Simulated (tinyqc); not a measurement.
What each parameter does: linear model of a band gap against the share of exact exchange.

E(alpha) = E0 + S alpha. A wider gap screens less, modelled in the Penn form eps(alpha) = 1 + (e0 - 1)(EP/(EP + S alpha))^2 with a scale EP chosen for the exercise. A dielectric-dependent hybrid takes alpha = 1/eps.

Parameters, chosen for this exercise (of the order of those of GaN; shifted at random, so the results belong to these values and not to a real crystal):
- E0 = 1.88 eV (gap of the semi-local functional)
- S = 7.39 eV (slope dE/d(alpha))
- e0 = 5.99 (optical dielectric constant at alpha = 0)
- EP = 19 eV (energy scale of the screening)

Fixed point alpha = 1/eps(alpha), gap and eps there.

Results for these values:
```
case   alpha  E (eV)    eps
base  0.1874   3.265  5.335
```

What happens to each result for EP = 17.1 eV, all else kept?

Answer: alpha rises from 0.1874 to 0.1901; E rises from 3.265 to 3.285; eps falls from 5.335 to 5.261.

The same for each parameter in turn:
```
case            alpha  E (eV)    eps
base           0.1874   3.265  5.335
E0 = 2.068 eV  0.1874   3.453  5.335
S = 8.129 eV   0.1898   3.423  5.269
e0 = 5.391     0.2105   3.435  4.752
EP = 17.1 eV   0.1901   3.285  5.261
```

(tinyqc, `OMP_NUM_THREADS=1 python tinyqc.py 1880354 1880355 out.jsonl`, Intel(R) Xeon(R) Processor @ 2.30GHz, 1 thread, shared host, about 0.01 s.)
